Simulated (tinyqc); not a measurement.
Delta-doped layer in the Thomas-Fermi potential: one step. Filling the subbands. Four cases, with inputs chosen for the exercise.

Question. At zero temperature n_i = g m_d (mu - E_i)/(2 pi c) for E_i < mu, c = hbar^2/2m0; find mu from sum n_i = N (1e13/cm^2 = 1e-3/angstrom^2).

Constants: hbar^2/2m0 = 3.80998211 eV angstrom^2.

Give: mu; n_i in the order of the list.

Case 1.

Values chosen (out of a larger set: near those of a delta-doped layer in Si; not measured data): N = 19 x 1e13/cm^2 (donor sheet density).

Subbands:
```
label,valleys g,m_d (m0),E (eV),rms z (angstrom)
0,2,0.192000,-0.320622,3.799
0',4,0.425055,-0.193993,8.716
1,2,0.192000,-0.066198,11.778
2,2,0.192000,-0.014043,25.731
```

Answer.

mu = -0.0101 eV

n_i in the order of the list (1e13/cm^2): 4.980  13.058  0.899  0.063

4 subbands filled in part, the lowest with 26 % of the electrons. The potential was built for a Fermi level at 0; filling its quantised levels puts mu 1.6 % of the depth below that, which shows how nearly the two pictures agree. The fullest is 0', with 69 %.

Case 2.

Values chosen (out of a larger set: near those of a delta-doped layer in GaAs; not measured data): N = 0.22 x 1e13/cm^2 (donor sheet density).

Subbands:
```
label,valleys g,m_d (m0),E (eV),rms z (angstrom)
0,1,0.070000,-0.051220,38.333
1,1,0.070000,-0.016659,102.833
2,1,0.070000,-0.006271,188.445
3,1,0.070000,-0.001510,365.967
```

Answer.

mu = -0.0001 eV

n_i in the order of the list (1e13/cm^2): 0.149  0.048  0.018  0.004

4 subbands filled in part, the lowest with 68 % of the electrons. The potential was built for a Fermi level at 0; filling its quantised levels puts mu 0.1 % of the depth below that, which shows how nearly the two pictures agree.

Case 3.

Values chosen (out of a larger set: near those of a delta-doped layer in Ge; not measured data): N = 0.62 x 1e13/cm^2 (donor sheet density).

Subbands:
```
label,valleys g,m_d (m0),E (eV),rms z (angstrom)
0,4,0.291809,-0.014202,39.121
```

Answer.

mu = -0.0015 eV

n_i in the order of the list (1e13/cm^2): 0.620

1 subband filled in part, the lowest with 100 % of the electrons. The potential was built for a Fermi level at 0; filling its quantised levels puts mu 2.7 % of the depth below that; with so few subbands the Thomas-Fermi picture is crude, and a close match would be chance.

Case 4.

Values chosen (out of a larger set: near those of a delta-doped layer in GaAs; not measured data): N = 0.78 x 1e13/cm^2 (donor sheet density).

Subbands:
```
label,valleys g,m_d (m0),E (eV),rms z (angstrom)
0,1,0.067000,-0.160718,24.000
1,1,0.067000,-0.067205,59.703
2,1,0.067000,-0.032863,101.558
3,1,0.067000,-0.013209,168.200
4,1,0.067000,-0.004917,264.363
```

Answer.

mu = 0.0000 eV

n_i in the order of the list (1e13/cm^2): 0.450  0.188  0.092  0.037  0.014

5 subbands filled in part, the lowest with 58 % of the electrons. The potential was built for a Fermi level at 0; filling its quantised levels puts mu 0.0 % of the depth below that, which shows how nearly the two pictures agree.

Computed by tinyqc, one run a case: `OMP_NUM_THREADS=1 python tinyqc.py N N+1 out.jsonl` with N = 1251011, 1251030, 1251128, 1251588; one thread of a shared Intel(R) Xeon(R) Processor @ 2.30GHz, about 0.2 s a run at most.
